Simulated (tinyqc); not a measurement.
Polar nitride quantum well with polarisation fields: sweeps and comparisons. A value that a table varies takes the place of the one given here.

Growth along [0001]. e_par = (a_sub - a)/a, Ppz = 2 e_par (e31 - e33 C13/C33), P = Psp + Ppz in each layer; strain relaxation and the strain shift of the gaps are left out, although thick layers with more than about 1 % mismatch would relax.

In a periodic stack without free charge the potential drop over a period vanishes: F_w = (P_b - P_w) Lb/(eps0 (eps_w Lb + eps_b Lw)), F_b = -F_w Lw/Lb, eps0 = 8.8541878e-12 F/m; 1 MV/cm = 1e8 V/m = 0.01 V/angstrom.

Envelope functions on cells of 0.25 angstrom over barrier, well, barrier (widths Lb, Lw, Lb), psi = 0 beyond, psi'/m continuous (mean mass between points), c = hbar^2/2m0. With u(z) the integral of e F (F_w in the well, F_b = -F_w Lw/Lb in the barriers, 1 MV/cm = 0.01 V/angstrom), zero at the centre of the well, the electron sees u plus Vc in the barriers and the hole -u plus Vv. The transition is Eg + E_e + E_h; excitons are left out.

Constants: hbar^2/2m0 = 3.80998211 eV angstrom^2; hc = 1239.841984 eV nm.

Parameters, chosen for this exercise (near those of an InGaN well in GaN; not measured data): a_w = 3.239 angstrom (lattice constant a, well); a_b = 3.189 angstrom (lattice constant a, barrier); a_sub = 3.189 angstrom (in-plane lattice constant of the stack); Psp_w = -0.03 C/m^2 (spontaneous polarisation); Psp_b = -0.0334 C/m^2 (spontaneous polarisation); e31_w = -0.345 C/m^2; e31_b = -0.347 C/m^2; e33_w = 0.679 C/m^2; e33_b = 0.669 C/m^2; C_w = 0.285 (C13/C33); C_b = 0.274 (C13/C33); eps_w = 10.7 (dielectric constant); eps_b = 10.2 (dielectric constant); Lb = 50 angstrom (barrier width); Eg = 2.886 eV (gap of the well); Vc = 0.376 eV (conduction offset); Vv = 0.177 eV (valence offset); me = 0.182 m0 (electron, well); meb = 0.2 m0 (electron, barrier); mh = 1.92 m0 (hole, everywhere); Ls = (10, 15, 20, 25, 30, 40, 50) angstrom (well widths); Lw = 40 angstrom (well width).

## Width of the well

Field, levels and overlap anew for each width.

Results:

| Lw (angstrom) | F_w (MV/cm) | E (eV) | E without field (eV) | overlap^2 | ln overlap^2 |
|---|---|---|---|---|---|
| 10 | -1.775 | 3.1895 | 3.2148 | 0.662 | -0.41 |
| 15 | -1.644 | 3.0779 | 3.1258 | 0.575 | -0.55 |
| 20 | -1.530 | 2.9902 | 3.0662 | 0.421 | -0.87 |
| 25 | -1.431 | 2.9187 | 3.0256 | 0.272 | -1.30 |
| 30 | -1.345 | 2.8585 | 2.9970 | 0.160 | -1.83 |
| 40 | -1.199 | 2.7598 | 2.9607 | 0.0438 | -3.13 |
| 50 | -1.082 | 2.6804 | 2.9396 | 0.00932 | -4.68 |

What can be read from the table?

The red shift grows from 25 to 259 meV. The line drops below Eg between 25 and 30 angstrom, which a square well can never do. Over the last two rows dE/dLw = -7.9 meV per angstrom, against -|e F_w| = -10.8 in the last row; the field itself weakens by 39 % over the table, since a wider well shares the drop with the barrier. The overlap falls by a factor 71.

## Screening the field

F_w = -1.1992 MV/cm

Carriers or a semipolar orientation reduce the field; here it is simply scaled in well and barrier.

Results:

| share of the field | F_w (MV/cm) | E (eV) | nm | overlap^2 | separation (angstrom) |
|---|---|---|---|---|---|
| 1.0 | -1.199 | 2.7598 | 449.2 | 0.044 | 25.6 |
| 0.8 | -0.959 | 2.8158 | 440.3 | 0.082 | 23.5 |
| 0.6 | -0.720 | 2.8668 | 432.5 | 0.16 | 20.8 |
| 0.4 | -0.480 | 2.9109 | 425.9 | 0.31 | 17.2 |
| 0.2 | -0.240 | 2.9452 | 421.0 | 0.60 | 11.7 |
| 0.0 | 0.000 | 2.9607 | 418.8 | 0.97 | 0.0 |

How do the results move?

Full screening shifts the line by -30.5 nm (+201 meV). The first fifth of the screening gives 56 meV and the last fifth 16 meV; a purely quadratic shift would give a ratio of 9, a linear one 1, and here it is 3.6.

## What each parameter does

Polarisation, field, levels and overlap anew. Each row changes one parameter from the base and keeps the others.

Results:

| case | F_w (MV/cm) | E (eV) | overlap^2 | red shift (meV) |
|---|---|---|---|---|
| base | -1.199 | 2.7598 | 0.044 | 201 |
| Lw = 45 angstrom | -1.138 | 2.7182 | 0.021 | 231 |
| Lb = 75 angstrom | -1.401 | 2.7061 | 0.024 | 255 |
| a_sub = 3.199 angstrom | -1.199 | 2.7598 | 0.044 | 201 |
| Psp_b = -0.0367 C/m^2 | -1.397 | 2.7108 | 0.027 | 250 |
| e33_w = 0.747 C/m^2 | -1.235 | 2.7511 | 0.040 | 210 |
| eps_w = 11.8 | -1.133 | 2.7757 | 0.052 | 185 |
| mh = 1.34 m0 | -1.199 | 2.7712 | 0.057 | 193 |
| Vc = 0.32 eV | -1.199 | 2.7522 | 0.039 | 205 |

What does this show?

The largest shifts from the base row, up to three for each result and ties (the steps differ in size, so this ranks the rows, not the parameters). F_w (MV/cm): Lb -0.202, Psp_b -0.198, eps_w +0.066; unchanged at the printed digits by a_sub, mh and Vc. E (eV): Lb -0.0537, Psp_b -0.0490, Lw -0.0417; unchanged at the printed digits by a_sub. overlap^2: Lw -0.0231, Lb -0.0193, Psp_b -0.0173; unchanged at the printed digits by a_sub. red shift (meV): Lb +54, Psp_b +49, Lw +30; unchanged at the printed digits by a_sub.

Run: tinyqc, `OMP_NUM_THREADS=1 python tinyqc.py 1281227 1281228 out.jsonl`; Intel(R) Xeon(R) Processor @ 2.30GHz, one thread, shared host; about 0.05 s of CPU time with all checks.
